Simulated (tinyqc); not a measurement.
Straight dislocations in isotropic elasticity: fields, energies, partials, Peierls stress and walls: one step, computed by the program tinyqc. Command: `OMP_NUM_THREADS=1 python tinyqc.py 3006184 3006185 out.jsonl disloc walk`. One thread of a shared host (Intel(R) Xeon(R) Processor @ 2.30GHz), about 0.01 s of CPU time with the checks.

The line runs along z, the glide plane is y = 0, and beta is the angle between b and the line (0 screw, 90 degrees edge): b_e = b sin(beta) along +x with the extra half plane at y > 0, b_s = b cos(beta). Stress is positive in tension.

Problem. Stress at a point. With D = G b_e/(2 pi (1 - nu)), S = G b_s/(2 pi), r^2 = x^2 + y^2: s_xx = -D y (3x^2 + y^2)/r^4, s_yy = D y (x^2 - y^2)/r^4, s_xy = D x (x^2 - y^2)/r^4, s_zz = nu (s_xx + s_yy), s_xz = -S y/r^2, s_yz = S x/r^2. Pressure p = -trace/3.

Inputs (values chosen for the exercise, for a model fcc or diamond crystal): shear modulus G = 52.7 GPa; Poisson ratio nu = 0.234; Burgers vector b = 3.981 angstrom.

Character: 30-degree.

field point (x, y) (nm): 2.6  -3.6

Give: stress; pressure p.

Solution.

stress (MPa):
```
        x       y       z
x  670.68  -90.35  527.90
y  -90.35  125.10  381.26
z  527.90  381.26  186.21
```

pressure p = -327.33 MPa

The point lies below the glide plane, on the stretched side.
